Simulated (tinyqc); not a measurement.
G0W0 on RHF in the 6-311g basis, for He, spin multiplicity 1, step by step. Computed by tinyqc, a small Python program that keeps every step (integrals from PySCF). Settings: charge = 0, multiplicity = 1, basis = 6-311g, method = RHF, energy threshold = 1e-10, iteration cap = 77, orthogonalisation = canonical, start = Wolfsberg-Helmholz matrix, DIIS depth = 6. Command: `OMP_NUM_THREADS=1 python tinyqc.py 26698 26699 out.jsonl` (the two numbers bound the seeds that draw the settings). One thread of a shared host (Intel(R) Xeon(R) Processor @ 2.60GHz), about 0.04 s of CPU time with the checks. The early iterations of the SCF are left out here.

## One-electron integrals

Geometry (angstrom):
```
atom        x        y        z
He    0.00000  0.00000  0.00000
```

Basis 6-311g: exponents (1/bohr^2) and contraction coefficients of normalised primitives:
```
element  l (shell)  exponent  coefficient
He           s (1)  98.12430      0.02875
He           s (1)  14.76890      0.20806
He           s (1)   3.31883      0.83764
He           s (2)   0.87405      1.00000
He           s (3)   0.24456      1.00000
```

Overlap, kinetic and nuclear-attraction integrals over the contracted functions; the nuclear repulsion is the sum of Za Zb / Rab.

nuclear repulsion = 0 hartree

overlap S, order 1He 1s, 1He 2s, 1He 3s:
$$\begin{pmatrix}
1.00000 & 0.68047 & 0.32860 \\
0.68047 & 1.00000 & 0.75157 \\
0.32860 & 0.75157 & 1.00000
\end{pmatrix}$$

kinetic energy T (hartree), order 1He 1s, 1He 2s, 1He 3s:
$$\begin{pmatrix}
6.85710 & 1.43947 & 0.22560 \\
1.43947 & 1.31107 & 0.43087 \\
0.22560 & 0.43087 & 0.36685
\end{pmatrix}$$

nuclear attraction V (hartree), order 1He 1s, 1He 2s, 1He 3s:
$$\begin{pmatrix}
-7.30629 & -3.46483 & -1.53507 \\
-3.46483 & -2.98378 & -1.79389 \\
-1.53507 & -1.79389 & -1.57832
\end{pmatrix}$$

core Hamiltonian H = T + V (hartree), order 1He 1s, 1He 2s, 1He 3s:
$$\begin{pmatrix}
-0.44919 & -2.02535 & -1.30947 \\
-2.02535 & -1.67271 & -1.36303 \\
-1.30947 & -1.36303 & -1.21148
\end{pmatrix}$$

## Two-electron integrals

Functions are numbered as in S; the eight-fold symmetry (ij|kl) = (ji|kl) = (kl|ij) leaves the list below.

Two-electron integrals (ij|kl) in chemists' order, unique and non-zero (hartree):
```
(11|11) 2.39512   (21|11) 1.34734   (21|21) 0.79871   (22|11) 1.35841
(22|21) 0.86385   (22|22) 1.05493   (31|11) 0.61412   (31|21) 0.36863
(31|22) 0.40680   (31|31) 0.17071   (32|11) 0.84271   (32|21) 0.54701
(32|22) 0.70042   (32|31) 0.25942   (32|32) 0.47668   (33|11) 0.76703
(33|21) 0.51024   (33|22) 0.69758   (33|31) 0.24418   (33|32) 0.49473
(33|33) 0.55802
```

## Orthogonalisation

S = U s U^T; canonical form X = U s^(-1/2), so that X^T S X = 1. Each column of U has its largest component positive (the first on a tie).

eigenvalues of S: [0.13571, 0.67345, 2.19085]

X, order 1He 1s, 1He 2s, 1He 3s:
$$\begin{pmatrix}
-1.10203 & 0.91317 & 0.35340 \\
2.06421 & -0.04933 & 0.43791 \\
-1.37601 & -0.80535 & 0.37389
\end{pmatrix}$$

## Iteration 6 (converged): orbitals

converged F (hartree), order 1He 1s, 1He 2s, 1He 3s:
$$\begin{pmatrix}
1.37350 & -1.20623 & -1.10584 \\
-1.20623 & -0.59445 & -0.69840 \\
-1.10584 & -0.69840 & -0.37193
\end{pmatrix}$$

Diagonalise F' = X^T F X, C = X C', fill 1 alpha and 1 beta electrons from the bottom; D = 2 C_occ C_occ^T. Each column has its largest component positive (the first on a tie).

F' = X^T F X (hartree):
$$\begin{pmatrix}
4.53247 & -2.55145 & -0.30351 \\
-2.55145 & 2.58236 & 0.30310 \\
-0.30351 & 0.30310 & -0.88872
\end{pmatrix}$$

orbital energies (hartree): MO1 -0.91687, MO2 0.82943, MO3 6.31355

coefficients C, order 1He 1s, 1He 2s, 1He 3s:
$$\begin{pmatrix}
0.26356 & -0.13795 & -1.44387 \\
0.48749 & -1.15399 & 1.69876 \\
0.39745 & 1.42794 & -0.69630
\end{pmatrix}$$

D after iteration 6, order 1He 1s, 1He 2s, 1He 3s:
$$\begin{pmatrix}
0.13893 & 0.25696 & 0.20950 \\
0.25696 & 0.47529 & 0.38750 \\
0.20950 & 0.38750 & 0.31593
\end{pmatrix}$$

## Convergence

Stop when the energy changes by less than 1e-10 hartree and every element of the error matrix X^T (F D S - S D F) X is below 3e-06.

Course of the cycle:
```
iteration  E (hartree)     change  largest element of the error matrix
1           -2.1926935          -                             1.98e+00
2           -2.8566492  -6.64e-01                             1.42e-01
3           -2.8598938  -3.24e-03                             3.01e-03
4           -2.8598954  -1.61e-06                             1.83e-04
5           -2.8598954  -1.83e-08                             2.29e-07
6           -2.8598954  -1.15e-14                             9.21e-08
```

PySCF RHF in the same basis = -2.8598954 hartree

Converged in 6 iterations.

## Integrals over molecular orbitals

(pq|rs) = sum C_ip C_jq C_kr C_ls (ij|kl), one index at a time.

one-electron integrals over orbitals h = C^T H C (hartree):
$$\begin{pmatrix}
-1.94302 & 0.27732 & 0.17391 \\
0.27732 & -0.34320 & -0.33339 \\
0.17391 & -0.33339 & 4.17613
\end{pmatrix}$$

Two-electron integrals over orbitals (pq|rs), unique and non-zero (hartree):
```
(11|11) 1.02615    (21|11) -0.27732   (21|21) 0.14655    (22|11) 0.65959
(22|21) -0.11363   (22|22) 0.50665    (31|11) -0.17391   (31|21) 0.12560
(31|22) -0.07878   (31|31) 0.21655    (32|11) 0.22950    (32|21) -0.12092
(32|22) 0.10267    (32|31) -0.14869   (32|32) 0.12759    (33|11) 1.17698
(33|21) -0.38100   (33|22) 0.72730    (33|31) -0.38667   (33|32) 0.38066
(33|33) 1.59996
```

## Screening: direct RPA

With D = e_a - e_i and K = (ia|jb): diagonalise D^(1/2) (D + 4K) D^(1/2) = Z w^2 Z^T; X + Y = D^(1/2) Z w^(-1/2), each column of Z with its largest component positive (the first on a tie); E_c = (sum w - tr (D + 2K)) / 2.

D^(1/2) (D + 4K) D^(1/2) (hartree^2), order 1>2, 1>3:
$$\begin{pmatrix}
4.07326 & 1.78520 \\
1.78520 & 58.54187
\end{pmatrix}$$

excitation energies w (hartree): [2.00370, 7.65508]

X + Y, order 1>2, 1>3:
$$\begin{pmatrix}
0.93306 & 0.01563 \\
-0.06216 & 0.97135
\end{pmatrix}$$

RPA correlation energy = -0.0220665 hartree

## G0W0 on Hartree-Fock: HOMO

W(p,q,m) = sqrt2 sum_ia (pq|ia) (X+Y)_ia,m; Sigma_c(x) = sum_(i,m) W^2/(x - e_i + w_m) + sum_(a,m) W^2/(x - e_a - w_m); solve x = e_p + Sigma_c(x) by Newton steps; Z = 1/(1 - dSigma/dx); 1 hartree = 27.211386 eV.

The 12 largest terms at x = e_p (hartree; W for the signs of X + Y given):
```
q  m         W      term
1  1  -0.35065   0.06136
2  1   0.18234  -0.00887
1  2  -0.24503   0.00784
3  2   0.30025  -0.00606
2  2   0.17577  -0.00329
3  1   0.14670  -0.00233
```

Newton steps (hartree):
```
step         x  Sigma_c(x)        Z
0     -0.91687     0.04867  0.96616
1     -0.86985     0.04705  0.96741
2     -0.86982     0.04705  0.96741
```

quasiparticle energy of the HOMO = -23.66901 eV

Hartree-Fock value = -24.94934 eV

## G0W0 on Hartree-Fock: LUMO

As before.

The 12 largest terms at x = e_p (hartree; W for the signs of X + Y given):
```
q  m         W      term
2  1  -0.14302  -0.01021
1  1   0.18234   0.00887
1  2   0.17577   0.00329
3  2  -0.20692  -0.00326
3  1  -0.14648  -0.00287
2  2  -0.11073  -0.00160
```

Newton steps (hartree):
```
step        x  Sigma_c(x)        Z
0     0.82943    -0.00578  0.99143
1     0.82370    -0.00573  0.99145
2     0.82370    -0.00573  0.99145
```

quasiparticle energy of the LUMO = 22.41405 eV

Hartree-Fock value = 22.57004 eV
